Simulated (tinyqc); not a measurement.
A ladder of methods, and size consistency: correlation methods against full CI in the sto-6g basis, for BeH2, spin multiplicity 1. Computed by the program tinyqc with PySCF. All electrons correlated; +Q is the Davidson correction (1 - c0^2) E_corr. The last columns treat two copies 100 angstrom apart as one system. FCI is the lowest singlet.

Geometry (angstrom):
```
atom       x        y       z
Be    0.0000   0.0000  0.0000
H     0.0000   1.2280  0.0000
H     0.0000  -1.2280  0.0000
```

RHF energy of one = -15.723136 hartree

Correlation energies (hartree):
```
method   E_corr of one  share of FCI (%)  E_corr of two at 100 angstrom  two minus twice one (mhartree)
MP2           -0.02120            67.965                       -0.04240                           0.000
CISD          -0.03061            98.113                       -0.05995                           1.259
CISD+Q        -0.03126           100.222                       -0.06236                           0.164
CCSD          -0.03087            98.972                       -0.06175                           0.000
CCSD(T)       -0.03105            99.528                       -0.06209                           0.000
FCI           -0.03119           100.000                              -                               -
```

What does the comparison show, and why?

MP2 recovers 68 %, CISD 98.1 % and CCSD 99.0 % of the FCI value (c0^2 = 0.979 in CISD). MP2 and coupled cluster are size consistent, so their last column vanishes; CISD loses 1.26 mhartree, since a double excitation on each copy is a quadruple of the pair, and the Davidson correction leaves +0.16.
